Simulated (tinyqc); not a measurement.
Wannier functions of a composite (isolated) pair of valence bands (bonds of an sp chain), step by step. Values are carried at full precision from step to step, so a last printed digit may differ when a step is redone from the rounded ones.

Each atom has a hybrid pointing left (<) and right (>). H(k): diagonal +V3 on A, -V3 on B; <A<|A>> = -V1a, <B<|B>> = -V1b, <A>|B<> = -V2, <B>|A<> = -V2p exp(ik); k in 1/a, Bloch sums with exp(ikR). The two lowest bands are filled. Trial functions in cell 0: g1 = cos(c) A> + sin(c) B<, and g2 = sin(c) B> + cos(c) A< of cell 1, whose Bloch vector has cos(c) exp(-ik) on A<. Projection A_mn = <psi_m|g_n>, S = A^+ A, Loewdin U = A S^(-1/2), Bloch-like states w_n = sum_m psi_m U_mn, H_W(k) = U^+ diag(E) U. P = sum_m |psi_m><psi_m| is free of phase choices, and S = g^+ P g, w = P g S^(-1/2).

Values chosen for the exercise:

| symbol | value | unit | meaning |
|---|---|---|---|
| V2 | 2.95 | eV | coupling in the bond A-B inside the cell |
| V2p | 4.46 | eV | coupling in the bond to the next cell |
| V1a | 1.75 | eV | coupling of the two hybrids on A |
| V1b | 0.88 | eV | the same on B |
| V3 | 0 | eV | A at +V3, B at -V3 |
| j | 3 |  | mesh point, k = 2 pi j/N |
| N | 5 |  | k points |
| c | 45 | degrees | trial bonds cos(c) on A, sin(c) on B |
| xb | 0.48 | a | position of B (A at 0) |

## H at one mesh point

Fill in the matrix.

H(k) (eV):
```
                A<       A>       B<              B>
A<               0  -1.7500        0  3.6082-2.6215i
A>         -1.7500        0  -2.9500               0
B<               0  -2.9500        0         -0.8800
B>  3.6082+2.6215i        0  -0.8800               0
```

## Levels and the projector on the filled bands

Diagonalise; P = sum over the two lowest states of |psi><psi|.

levels (eV): -4.8590  -2.9700  2.9700  4.8590

P:
```
                 A<              A>              B<               B>
A<           0.5000  0.1592-0.0301i               0  -0.3895+0.2684i
A>   0.1592+0.0301i          0.5000  0.4727-0.0179i                0
B<                0  0.4727+0.0179i          0.5000   0.1506-0.0599i
B>  -0.3895-0.2684i               0  0.1506+0.0599i           0.5000
```

The filled states put 2.000 electrons on A and 2.000 on B at this k.

## Loewdin orthogonalisation

The trial vectors are the columns g1 = (0, cos c, sin c, 0), g2 = (cos c exp(-ik), 0, 0, sin c), k = 2 pi j/N. Form S = g^+ P g, its eigenvalues, S^(-1/2), and w = P g S^(-1/2).

S:
```
                1               2
1          0.9727  0.0020+0.0047i
2  0.0020-0.0047i          0.9729
```

eigenvalues of S: 0.9677  0.9779

S^(-1/2):
```
                 1                2
1           1.0140  -0.0011-0.0024i
2  -0.0011+0.0024i           1.0139
```

w:
```
                 1                2
A<  0.1138-0.0234i  -0.5694+0.4028i
A>  0.6974-0.0131i  -0.1058+0.0480i
B<  0.6974+0.0131i   0.1072-0.0446i
B>  0.1072+0.0446i   0.6974-0.0088i
```

The combinations of the trial bonds that diagonalise S lie 96.8 to 97.8 % inside the filled space; an eigenvalue near zero would mark a poor choice.

## The Hamiltonian in the new basis

H_W = w^+ H w; its eigenvalues must be the two filled levels.

H_W(k) (eV):
```
              1             2
1        -3.160  0.276-0.496i
2  0.276+0.496i        -4.670
```

eigenvalues (eV): -4.859  -2.970

## Hoppings between the Wannier functions

H_mn(R) = (1/N) sum_k exp(-ikR) H_W,mn(k), the coupling of function m in cell 0 to function n in cell R.

H(R) (eV):

| R | 11 | 12 | 21 | 22 |
|---|---|---|---|---|
| -2 | 0.0019 | -0.0127 | -0.0010 | 0.0019 |
| -1 | 0.0501 | -0.8684 | -0.0059 | 0.0501 |
| 0 | -3.0796 | -0.4270 | -0.4270 | -4.5895 |
| 1 | 0.0501 | -0.0059 | -0.8684 | 0.0501 |
| 2 | 0.0019 | -0.0010 | -0.0127 | 0.0019 |

The bond levels are -3.080 and -4.590 eV, against -sqrt(V2^2 + V3^2) = -2.950 and -4.460 for isolated bonds. Neighbouring bonds couple by -0.427 eV through B; the bond-orbital estimate is -V1b (1 + ap)/2 = -0.440 with the mean V2 in ap = V3/sqrt(V2^2 + V3^2).

## The functions in real space

w_n(R) = (1/N) sum_k exp(ikR) w_n(k); point-like hybrids at R (A) and R + xb (B) give centres and spreads.

Function 1:

| R | A< | A> | B< | B> |
|---|---|---|---|---|
| -2 | -0.0001 | 0.0010 | -0.0004 | -0.0044 |
| -1 | 0.0020 | 0.0145 | -0.0101 | -0.0814 |
| 0 | 0.0828 | 0.7008 | 0.7008 | 0.0437 |
| 1 | -0.0412 | -0.0101 | 0.0145 | 0.0011 |
| 2 | -0.0022 | -0.0004 | 0.0010 | -0.0003 |

centres (a): 1 0.2350, 2 0.7450

spreads (a^2): 1 0.0627, 2 0.0720

Function 1 has 98.2 % of its weight on the two hybrids of its bond. Its centre lies -0.0050 a from the middle of the bond.

## Checks

- Eigenvalues of H_W against the filled levels: they agree to 1e-10 or better.
- W^+ w against the unit matrix: they agree to 1e-10 or better.

Run: tinyqc, `OMP_NUM_THREADS=1 python tinyqc.py 1452789 1452790 out.jsonl`; Intel(R) Xeon(R) Processor @ 2.30GHz, one thread, shared host; about 0.2 s of CPU time with all checks.
